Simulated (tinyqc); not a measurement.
Carrier statistics of a doped semiconductor with parabolic bands: one step. Effective densities of states. Three cases, with inputs chosen for the exercise.

Question. m_de = Mv^(2/3) (ml mt^2)^(1/3); m_dh = (mhh^(3/2) + mlh^(3/2))^(2/3); N = 2 (m kB T/(4 pi c))^(3/2) with c = hbar^2/2m0, in 1/angstrom^3; times 1e24 for 1/cm^3.

Constants: hbar^2/2m0 = 3.80998211 eV angstrom^2.

Give: m_de; m_dh; Nc; Nv.

Case 1.

Values chosen (near those of GaN; not measured data): ml = 0.204 m0 (longitudinal electron mass); mt = 0.204 m0 (transverse electron mass); Mv = 1 (equivalent valleys); mhh = 1.34 m0 (heavy-hole mass); mlh = 0.282 m0 (light-hole mass).

kT = 0.01508033 eV

Answer.

m_de = 0.2040 m0
m_dh = 1.4249 m0
Nc = 1.0301e+18 1/cm^3
Nv = 1.9016e+19 1/cm^3

The light holes supply 8.8 % of Nv, and Nc/Nv = 0.0542.

Case 2.

Values chosen (near those of Ge; not measured data): ml = 1.64 m0 (longitudinal electron mass); mt = 0.0802 m0 (transverse electron mass); Mv = 4 (equivalent valleys); mhh = 0.334 m0 (heavy-hole mass); mlh = 0.0426 m0 (light-hole mass).

kT = 0.02585200 eV

Answer.

m_de = 0.5526 m0
m_dh = 0.3441 m0
Nc = 1.0309e+19 1/cm^3
Nv = 5.0645e+18 1/cm^3

The light holes supply 4.4 % of Nv, and Nc/Nv = 2.04.

Case 3.

Values chosen (near those of InSb; not measured data): ml = 0.0135 m0 (longitudinal electron mass); mt = 0.0135 m0 (transverse electron mass); Mv = 1 (equivalent valleys); mhh = 0.42 m0 (heavy-hole mass); mlh = 0.0153 m0 (light-hole mass).

kT = 0.03016067 eV

Answer.

m_de = 0.0135 m0
m_dh = 0.4219 m0
Nc = 4.9601e+16 1/cm^3
Nv = 8.6671e+18 1/cm^3

The light holes supply 0.7 % of Nv, and Nc/Nv = 0.00572.

Computed by tinyqc, one run a case: `OMP_NUM_THREADS=1 python tinyqc.py N N+1 out.jsonl` with N = 1651063, 1651095, 1651340; one thread of a shared Intel(R) Xeon(R) Processor @ 2.30GHz, about 0.01 s a run at most.
